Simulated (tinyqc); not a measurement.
# Changing the aspect ratio a

Model: atomic layer deposition: Langmuir saturation, growth per cycle and coating of deep features. Computed by tinyqc, a small Python program. Command: `OMP_NUM_THREADS=1 python tinyqc.py 3004360 3004361 out.jsonl ald sweep`. One thread of a shared host (Intel(R) Xeon(R) Processor @ 2.30GHz), about 0.01 s of CPU time with the checks.

Precursor A sticks only on free sites, so a long enough pulse saturates; co-reactant B then frees the sites again.

Inputs (values chosen for the exercise, modelled on hafnium oxide from an amide and water):
```
quantity,value,unit
precursor mass M,411,u
site density q,2.6,1/nm^2
sticking probability beta on free sites,0.058,-
precursor pressure p,1.6,Pa
temperature T,150,C
pulse time t,0.015,s
desorption energy E_d,1.48,eV
```

Feature: long trench.

Constants: u = 1.6605390666e-27 kg; k_B = 1.380649e-23 J/K; k_B = 8.617333262e-05 eV/K.

Method:
- Wall flux F = p/sqrt(2 pi M k_B T); rate of filling k_a = beta F/q; desorption k_d = 1e13 exp(-E_d/(k_B T)) per second. 1/m^2 = 1e-18/nm^2.
- Temperatures in kelvin are T(C) + 273.15.
- Diffusion-limited filling (Gordon) of a long trench of width w, hydraulic diameter 2w, so that a is replaced by a/2 in the hole formula: t = (q/F)(1 + 19a/8 + 3a^2/8). Reaction-limited filling needs ln(100)/k_a at any depth, k_a = beta F/q. Flow is molecular. The front picture holds when the modulus (a/2) sqrt(beta) is well above 1.
- Depth reached by the given pulse: solve the same formula for a. Exposure = p x diffusion-limited time; 1 langmuir = 1.33322e-4 Pa s.

One run for each value:
```
aspect ratio a,diffusion-limited time (s),exposure (langmuir),modulus
1,9.645e-04,1.158e+01,1.204e-01
2.2,2.068e-03,2.482e+01,2.649e-01
4.7,5.259e-03,6.311e+01,5.660e-01
10,1.601e-02,1.921e+02,1.204e+00
22,6.038e-02,7.246e+02,2.649e+00
49,2.618e-01,3.141e+03,5.900e+00
110,1.235e+00,1.482e+04,1.325e+01
230,5.243e+00,6.292e+04,2.770e+01
500,2.442e+01,2.930e+05,6.021e+01
```

Over the rows, diffusion-limited time (s) rises from 9.65e-4 to 24.4 (exponent d ln y / d ln x 0.97 between the first rows and 2.0 between the last); exposure (langmuir) rises from 11.6 to 293000 (exponent d ln y / d ln x 0.97 between the first rows and 2.0 between the last); modulus rises from 0.120 to 60.2 (exponent d ln y / d ln x about 1.00 throughout). At the high end the exponent of diffusion-limited time is 1.98, close to 2: diffusion into a deep feature. The wall area to coat grows as a and the conductance to the front falls as 1/a, hence a^2 for deep features.

Caution (rows 1.00, 2.20, 4.70, 10.0, 22.0): the modulus is not well above 1 or the Gordon time is under three times ln(100)/k_a, so there is no sharp front: the Gordon time is only a lower bound and the reaction time must be met as well. Caution (rows 49.0, 110, 230, 500): for a long trench the a/2 rule ignores the ln(a)/a transmission of a slit, so times at large a are too long.
